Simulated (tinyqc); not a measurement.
Trap and transport parameters from the curve.

Inverse problem. A layer shows an ohmic current q n0 mu V/L, then a square law (9/8) th eps0 eps_r mu V^2/L^3 above Vx = 8 q n0 L^2/(9 th eps0 eps_r), and trap filling at V_TFL = q Nt L^2/(2 eps0 eps_r). th = y/(1 + y), y = (Nc/Nt) exp(-Et/kB T). The square-law current at V is given. Find th, n0, Nt and Et.

Inputs (values chosen for the exercise):
- T = 300 K (temperature)
- eps_r = 19.5 (relative permittivity)
- mu = 0.053 cm^2/(V s) (mobility)
- L = 1500 nm (thickness)
- Nc = 7e20 cm^-3 (band density of states)
- V = 6.2 V (voltage)

Constants: q = 1.602176634e-19 C, kB = 1.380649e-23 J/K, Vt = kB T/q, eps0 = 8.8541878128e-14 F/cm where lengths are in cm. Results are converted to the units shown.

Mott-Gurney J = 2.8315736e-4 A/cm^2
Vx = 0.19981306 V
V_TFL = 17.747145 V

Answer. The square law gives th, Vx gives n0, V_TFL gives Nt, and th with Nt gives Et.

th = 2.415e-4
n0 = 2.600e10 cm^-3
Nt = 1.700e16 cm^-3
Et = 0.4900 eV

Computed by the program tinyqc: `OMP_NUM_THREADS=1 python tinyqc.py 2370087 2370088 out.jsonl`, one thread of a shared Intel Xeon 2.30GHz, about 0.01 s for the whole run.
